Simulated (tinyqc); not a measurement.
Heavy doping: band filling, gap narrowing, band tails and the effective intrinsic density: one step, computed by the program tinyqc. Command: `OMP_NUM_THREADS=1 python tinyqc.py 3018738 3018739 out.jsonl gapnarrow walk`. One thread of a shared host (Intel(R) Xeon(R) Processor @ 2.30GHz), about 0.02 s of CPU time with the checks.

An n-type crystal above its Mott density, with all dopants ionised: n = N_D - N_A, ionised centres N_I = N_D + N_A. Valleys are taken as spherical with mass m_e.

Task: What optics and devices see. n = M_c (1/(2 pi^2)) (m_e/(hbar^2/2m_0))^(3/2) int sqrt(E) f dE, f = 1/(1 + exp((E - E_F)/k_B T)); trapezoid rule in t = sqrt(E/k_B T), step 0.02 up to 12; E_F by bisection from the band edge. Absorption edge of a direct gap, from the valence band at k_F (T = 0 value) to the Fermi level: E_g - narrowing + E_F + (hbar^2/2m_0) k_F^2/m_h, k_F = (3 pi^2 n)^(1/3); the shift is the edge less E_g. n p/n_i^2 = exp(narrowing/k_B T) x (n/N) exp(-E_F/k_B T), N being the limit of n exp(-E_F/k_B T) far below the edge (taken at E_F = -12 k_B T); apparent narrowing = k_B T ln(n p/n_i^2).

Inputs (values chosen for the exercise, modelled on CdS):
```
quantity           value  unit
gap E_g             2.49    eV
electron mass m_e  0.197   m_0
valleys M_c            1     -
hole mass m_h      0.825   m_0
temperature T        400     K
```

Conduction band: parabolic.

n = 1.00e+19 cm^-3

E_F above the band edge = 72.10979 meV

gap narrowing = 83.36627 meV

Constants: k_B = 8.617333262e-05 eV/K; hbar^2/(2 m_0) = 3.80998212 eV angstrom^2.

Give: shift of the absorption edge; absorption edge; apparent narrowing; log10(n p/n_i^2).

Result:

shift of the absorption edge = 9.259 meV

absorption edge = 2.499 eV

apparent narrowing = 48.66 meV

log10(n p/n_i^2) = 0.6131

Degeneracy takes back 34.7 meV of the 83.4 meV of narrowing, and the minority density stays above its ideal value n_i^2/n. Caution: V_rms exceeds both E_F and k_B T, so band tails reshape the edge. Caution: r_s is above 1.2, where these high-density terms are rough.
